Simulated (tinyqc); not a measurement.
The decay curve: photoconductance decay in a wafer: bulk and surface recombination modes, and iron detection by pair splitting. Computed by tinyqc, a small Python program. Command: `OMP_NUM_THREADS=1 python tinyqc.py 3112802 3112803 out.jsonl pcd walk`. One thread of a shared host (Intel(R) Xeon(R) Processor @ 2.30GHz), about 0.01 s of CPU time with the checks.

Both faces of the wafer have the same S; injection is low and all coefficients are constant. x runs from -W/2 to W/2.

Inputs (values chosen for the exercise, modelled on p-type silicon): thickness W = 200 micrometre; diffusivity D = 27.5 cm^2/s; bulk lifetime tau_b without iron = 410 microsecond; surface recombination velocity S = 1.3 cm/s; absorption coefficient alpha = 2300 1/cm.

Method:
- Even modes cos(a x) obey b tan b = S W/(2 D) with b = a W/2, odd modes sin(a x) obey -b cot b = S W/(2 D); each decays at the rate 1/tau_b + D a^2.
- tau_eff is the decay time of the first mode. The surface time is 1/(D a^2) of that mode; shortcuts for it are W/(2 S), W^2/(pi^2 D) and their sum, whose error is sum/surface time - 1.
- Light from one face makes n(x, 0) proportional to exp(-alpha (x + W/2)). Only even modes carry the thickness average: weight c_n = [sin b/b] int n cos(a x) dx / (int cos^2(a x) dx x mean n), with int exp(-alpha (x + W/2)) cos(a x) dx = [alpha cos b (1 - E) + a sin b (1 + E)]/(alpha^2 + a^2), E = exp(-alpha W), and int cos^2 = W/2 + sin(2 b)/(2 a).
- Mean density = sum_n c_n exp(-t/tau_n) over 60 modes; the local decay time is -1/(d ln n/dt).

W^2/(pi^2 D) = 1.47376 microsecond

tau_eff = 389.256 microsecond

Decay:
```
t / (W^2/(pi^2 D))  t (microsecond)  mean density/start  local decay time (microsecond)
0.02                         0.0295             0.99990                          314.40
0.05                         0.0737             0.99976                          340.95
0.10                         0.1474             0.99955                          357.74
0.20                         0.2948             0.99915                          371.23
0.50                         0.7369             0.99798                          384.08
1.00                         1.4738             0.99609                          388.55
2.00                         2.9475             0.99232                          389.24
```

The local decay time goes from 314 to 389 microsecond against tau_eff = 389.
